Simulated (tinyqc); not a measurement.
Capacitance of parallel on-chip lines from Laplace's equation on a mesh: one step of the calculation.

Cross-section of an endless row of equal lines between two grounded planes; neighbours are driven in antiphase (+1 V and -1 V), so the plane midway between two lines is at 0 V. By symmetry one quarter is solved: x runs from the centre of a line (column 0, mirror) to that midplane (column 5, 0 V), y from the mid-height of the line (row 0, mirror) to the ground plane (row 3, 0 V). The line fills columns 0 to 2 and rows 0 to 1 at 1 V. Cells beside the line (below row 1) have e2, cells above have e1. Each link between nodes has the conductance g = mean permittivity of the two cells beside it (a cell beyond a mirror counts as 0), and the free nodes obey sum g (V_neighbour - V) = 0.

Question. Capacitance per length. C = 4 eps0 sum g (difference of V)^2 over all links (twice the energy of the four quarters, line at 1 V). Plate estimate without fringing: eps0 [2 e1 w/hd + 2 e2 t/(s/2)], w = 4 hx, t = 2 hx, s/2 = 3 hx, hd = 2 hx.

Values chosen for this exercise:
- e1 = 4.2 (relative permittivity above and below the lines)
- e2 = 1 (relative permittivity between the lines)

Constants: eps0 = 8.8541878128e-12 F/m. Results are converted to the units shown.

converged V (V):
```
           col 0      col 1      col 2      col 3      col 4      col 5
row 0  1.0000000  1.0000000  1.0000000  0.5260928  0.2185326  0.0000000
row 1  1.0000000  1.0000000  1.0000000  0.4429192  0.1740189  0.0000000
row 2  0.4901815  0.4803630  0.4312704  0.2447185  0.1046843  0.0000000
row 3  0.0000000  0.0000000  0.0000000  0.0000000  0.0000000  0.0000000
```

gx:
```
       col 0  col 1  col 2  col 3  col 4
row 0    0.5    0.5    0.5    0.5    0.5
row 1    2.6    2.6    2.6    2.6    2.6
row 2    4.2    4.2    4.2    4.2    4.2
row 3    2.1    2.1    2.1    2.1    2.1
```

gy:
```
       col 0  col 1  col 2  col 3  col 4  col 5
row 0    0.5      1      1      1      1    0.5
row 1    2.1    4.2    4.2    4.2    4.2    2.1
row 2    2.1    4.2    4.2    4.2    4.2    2.1
```

Wanted: C; plate estimate.

Answer.

C = 259.5 aF/um
plate estimate = 160.6 aF/um

Program tinyqc, `OMP_NUM_THREADS=1 python tinyqc.py 2790195 2790196 out.jsonl`; Intel Xeon 2.30GHz, shared host, one thread, about 1 s.
